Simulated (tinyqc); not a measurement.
Worked calculation: plane-wave Kohn-Sham cycle with exchange-only LDA in a layered model solid. One step of it, computed by the program tinyqc.

Problem. Iteration 2: potential. V_H(G) = 4 pi rho(G)/G^2 for G != 0 (uniform background); v_x = -(3 rho/pi)^(1/3); V = V_ext + V_H + v_x; Fourier components f(G_m) = (1/N) sum_j f(x_j) exp(-i G_m x_j).

A solid whose potential varies along x alone (atomic units):
```
parameter                      value
period a                    6.200000
cross-section of the cell  18.000000
electrons per cell                 2
grid points                       16
plane waves -n..n, n               2
k points                           4
V1 in V1 cos(2 pi x/a)     -0.630000
```

density after iteration 1 (e/bohr^3): 0.05146337  0.04640903  0.03404382  0.02036585  0.01004201  0.00421226  0.00162679  0.00069744  0.00048056  0.00069744  0.00162679  0.00421226  0.01004201  0.02036585  0.03404382  0.04640903

Give: Potentials on the grid; V(G_m), m = 0, 1, 2, ....

Solution.

Potentials on the grid (hartree):
```
x         V_ext      V_H      v_x        V
0.0000  -0.6300   0.3224  -0.3663  -0.6739
0.3875  -0.5820   0.2915  -0.3539  -0.6444
0.7750  -0.4455   0.2081  -0.3192  -0.5565
1.1625  -0.2411   0.0945  -0.2689  -0.4155
1.5500        0  -0.0243  -0.2125  -0.2368
1.9375   0.2411  -0.1290  -0.1590  -0.0469
2.3250   0.4455  -0.2083  -0.1158   0.1214
2.7125   0.5820  -0.2571  -0.0873   0.2376
3.1000   0.6300  -0.2735  -0.0771   0.2794
3.4875   0.5820  -0.2571  -0.0873   0.2376
3.8750   0.4455  -0.2083  -0.1158   0.1214
4.2625   0.2411  -0.1290  -0.1590  -0.0469
4.6500        0  -0.0243  -0.2125  -0.2368
5.0375  -0.2411   0.0945  -0.2689  -0.4155
5.4250  -0.4455   0.2081  -0.3192  -0.5565
5.8125  -0.5820   0.2915  -0.3539  -0.6444
```

V(G_m), m = 0, 1, 2, ... (hartree): -0.2173  -0.2390  0.0099  0.0007  0.0001
